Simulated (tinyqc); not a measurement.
What moves the results: delta-doped layer in the Thomas-Fermi potential. A value that a table varies takes the place of the one given here.

All donors ionised in the plane z = 0, zero temperature, energies from the Fermi level EF of the Thomas-Fermi model, which lies at the bulk band edge; c = hbar^2/2m0, q = e^2/(4 pi eps0). Layer in a (001) plane: two valleys with m_z = ml, m_d = mt (unprimed) and four with m_z = mt, m_d = sqrt(ml mt) (primed); m3 = (ml mt^2)^(1/3), gv = 6. With n = (gv/3 pi^2)(m3 (-V)/c)^(3/2) and V'' = -(4 pi q/eps) n for z > 0, the solution is V = -b/(|z| + z0)^4 with sqrt(b) = 20/K, K = (4 pi q/eps)(gv/3 pi^2)(m3/c)^(3/2), and z0^5 = 4b/(e F0), e F0 = 2 pi q N/eps; 1e13/cm^2 = 1e-3/angstrom^2. Exchange and correlation are left out.

Subbands solve -(c/m_z) psi'' + V psi = E psi on 1280 points of spacing z0/80; up to ten levels for each group, kept if bound with an rms width below 2.5 z0.

Constants: hbar^2/2m0 = 3.80998211 eV angstrom^2; e^2/(4 pi eps0) = 14.39964547 eV angstrom.

Values chosen for the exercise (near those of a delta-doped layer in Si; shifted at random, so the results belong to these values and not to a real crystal):
- ml = 0.908 m0 (longitudinal mass)
- mt = 0.184 m0 (transverse mass)
- eps = 11.5 (dielectric constant)
- Nl = (1.3, 2.6, 5.2, 9.1, 16, 26, 42) x 1e13/cm^2 (sheet densities)
- N = 13 x 1e13/cm^2 (donor sheet density)

## Doping density

The well, the lowest level and the filling anew; at zero temperature n_i = g m_d (mu - E_i)/(2 pi c), with mu fixed by sum n_i = N.

Results:
```
N (1e13/cm^2)  z0 (angstrom)  depth (eV)  lowest (eV)  next - lowest (eV)  occupied  share of lowest (%)
1.3                     30.8      0.0787      -0.0286              0.0145         2                 32.3
2.6                     26.8      0.1371      -0.0545              0.0260         3                 30.8
5.2                     23.3      0.2387      -0.1031              0.0461         3                 29.1
9.1                     20.9      0.3735      -0.1714              0.0727         3                 27.8
16                      18.6      0.5865      -0.2851              0.1144         4                 26.5
26                      16.9      0.8649      -0.4401              0.1681         4                 25.3
42                      15.4      1.2694      -0.6739              0.2450         4                 24.2
```

The depth grows as N^(4/5) and z0 shrinks as N^(-1/5): factors 16.1 and 2.00 for 32 times the doping. The lowest level deepens faster, with exponent 0.91, since the zero-point energy takes a smaller share of a deeper well (64 % falling to 47 %). The number of occupied subbands is 2 in the first row and 4 in the last. Depths beyond about 0.5 eV stretch parabolic valleys past their range.

## What each parameter does

z0, depth, lowest level and its rms width. Each row changes one parameter from the base and keeps the others.

Results:
```
case                 z0 (angstrom)  depth (eV)  lowest (eV)  rms z (angstrom)
base                         19.43      0.4968      -0.2365              4.42
N = 7.8 x 1e13/cm^2          21.52      0.3301      -0.1491              5.40
eps = 10.3                   18.19      0.5192      -0.2417              4.31
ml = 1.044 m0                18.89      0.4831      -0.2332              4.18
mt = 0.156 m0                20.75      0.5307      -0.2651              4.30
```

The largest shifts from the base row, up to three for each result and ties (the steps differ in size, so this ranks the rows, not the parameters). z0 (angstrom): N +2.09, mt +1.33, eps -1.24. depth (eV): N -0.1666, mt +0.0339, eps +0.0224. lowest (eV): N +0.0875, mt -0.0286, eps -0.0052. rms z (angstrom): N +0.98, ml -0.23, mt -0.12.

Computed by tinyqc, a small Python program: `OMP_NUM_THREADS=1 python tinyqc.py 1250990 1250991 out.jsonl` (the numbers bound the seed that draws the inputs); one thread of a shared host (Intel(R) Xeon(R) Processor @ 2.30GHz), about 0.2 s for the whole set of steps.
